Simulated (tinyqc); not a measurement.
Inside a calculation. Method: Jacobi rotations on a symmetric matrix. Computed by tinyqc, a small Python program that keeps every step. Settings: method = jacobi. Command: `OMP_NUM_THREADS=1 python tinyqc.py 25377 25378 out.jsonl` (the two numbers bound the seeds that draw the settings). One thread of a shared host (Intel(R) Xeon(R) Processor @ 2.60GHz), about 0.01 s of CPU time with the checks.

## Jacobi rotation 1

A:
$$\begin{pmatrix}
1.574000 & -0.562000 & -0.539000 \\
-0.562000 & 2.118000 & -0.547000 \\
-0.539000 & -0.547000 & 3.926000
\end{pmatrix}$$

Take the largest off-diagonal element A_pq; tan 2 theta = 2 A_pq / (A_qq - A_pp) with |theta| <= pi/4; A' = J^T A J with J_pp = J_qq = cos, J_pq = sin, J_qp = -sin.

p, q, theta (rad): [1.000000, 2.000000, -0.560021]

A':
$$\begin{pmatrix}
1.221638 & 0.000000 & -0.747233 \\
0.000000 & 2.470362 & -0.177123 \\
-0.747233 & -0.177123 & 3.926000
\end{pmatrix}$$

## Jacobi rotation 2

As before.

p, q, theta (rad): [1.000000, 3.000000, -0.252424]

A':
$$\begin{pmatrix}
1.028908 & -0.044237 & 0.000000 \\
-0.044237 & 2.470362 & -0.171510 \\
0.000000 & -0.171510 & 4.118730
\end{pmatrix}$$

## All rotations

The off-diagonal norm falls at every rotation.

Rotations:
```
step  p  q      theta  off-diagonal norm
1     1  2  -0.560021           1.09e+00
2     1  3  -0.252424           2.50e-01
3     2  3  -0.102585           6.26e-02
4     1  2  -0.030867           6.41e-03
5     1  3   0.001456           1.98e-04
6     2  3  -0.000083           2.88e-07
7     1  2   1.43e-07           2.39e-11
```

eigenvalues: [1.027542, 2.454064, 4.136393]
